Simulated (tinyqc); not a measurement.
Quantum point contact as a saddle point with Zeeman splitting: differential conductance at finite bias.

Potential V0 - m wx^2 x^2/2 + m wy^2 y^2/2; energies are counted from V0. Mode n = 0, 1, ... transmits T_n(E) = 1/(1 + exp(-2 pi (E - E_n)/wx)), E_n = wy (n + 1/2) +/- Ez/2 for the two spins, Ez = gs muB B, muB = q hbar/(2 m0); each spin carries q^2/h.

g(T) = int g(E) (-df/dE) dE = int g(mu + x kB T) dx/(4 cosh^2(x/2)), g(E) the zero-temperature value at E, g = G/(2 q^2/h). With the bias V split evenly and the saddle held fixed, dI/dV = [g(mu + V/2) + g(mu - V/2)]/2, each thermally averaged.

Parameters, values chosen for the exercise:
- T = 0.3 K (temperature)
- wy = 3.4 meV (transverse quantum hbar wy)
- wx = 2.8 meV (curvature of the barrier hbar wx)
- mu = 1.55 meV (Fermi level above the saddle point)
- gs = 4.1 (size of the g factor)
- B = 6 T (in-plane magnetic field)

Constants: q = 1.602176634e-19 C, kB = 1.380649e-23 J/K, hbar = 1.054571817e-34 J s, m0 = 9.1093837015e-31 kg, Vt = kB T/q. Results are converted to the units shown.

Differential conductance at finite bias:
```
V (mV)	g(mu + V/2)	g(mu - V/2)	dI/dV
0	0.4536	0.4536	0.4536
0.68	0.5619	0.3430	0.4524
1.36	0.6747	0.2327	0.4537
2.04	0.7884	0.1394	0.4639
2.72	0.8882	0.07518	0.4817
3.4	0.9683	0.03786	0.5031
4.08	1.040	0.01834	0.5294
4.76	1.123	0.008712	0.5656
5.44	1.225	0.004098	0.6144
6.12	1.339	0.001919	0.6706
6.8	1.452	8.963e-4	0.7264
7.48	1.561	4.183e-4	0.7808
```

dI/dV goes from 0.454 through a minimum of 0.452 (at V = 0.68 mV among the rows listed) to 0.781 in units of 2 q^2/h. Right-movers gain modes (0.454 to 1.56) while left-movers lose them (0.454 to 4.18e-4).

Range of the model: Orbital effects of the in-plane field and interactions (such as the 0.7 feature) are left out.

Program tinyqc, `OMP_NUM_THREADS=1 python tinyqc.py 2740041 2740042 out.jsonl`; Intel Xeon 2.30GHz, shared host, one thread, about 0.02 s.
